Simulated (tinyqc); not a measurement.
Liquidus of a compound AB in a simple-solution melt, liquid-phase epitaxy and vapour pressures: one step, computed by the program tinyqc. Command: `OMP_NUM_THREADS=1 python tinyqc.py 3024874 3024875 out.jsonl liq35 walk`. One thread of a shared host (Intel(R) Xeon(R) Processor @ 2.30GHz), about 0.03 s of CPU time with the checks.

x is the atom fraction of B in the melt. The melt is a simple solution: R T ln gamma_B = W (1 - x)^2, R T ln gamma_A = W x^2, W = a + b T. The solid AB is stoichiometric.

Question. Vapour pressures and congruent evaporation. Liquidus (Vieland): f(x) = R T ln[4 x (1 - x)] + 2 W (1/2 - x)^2 + S_F (T_F - T) = 0. Over the A-rich liquidus: p_A = gamma_A (1 - x) exp(S_A/R - H_A/(R T)), p_B2 = [gamma_B x exp(S_B/R - H_B/(R T))]^2, in bar. Free evaporation is congruent while the A flux over this liquidus is at least the B flux; with A and B2 taken as equal in mass for the estimate, T_c solves p_A = 2 p_B2.

Inputs (values chosen for the exercise, for a model compound): melting point T_F = 1798 K; entropy of fusion S_F = 64.4 J/(mol K); interaction a = 12.8 kJ/mol; interaction slope b = -24 J/(mol K); saturation temperature T = 1145 K; heat of evaporation of A = 263 kJ/mol; entropy of evaporation of A = 106 J/(mol K); heat of evaporation of B as (1/2) B2 = 78.9 kJ/mol; entropy of evaporation of B as (1/2) B2 = 64.7 J/(mol K).

Constants: R = 8.314462618 J/(mol K).

Give: log10 p_A; log10 p_B2; congruent temperature T_c.

Answer.

log10 p_A = -6.4638

log10 p_B2 = -6.1446

congruent temperature T_c = 1023.8 K

T is above T_c: in vacuum B leaves faster and droplets of A form unless a B flux is supplied.
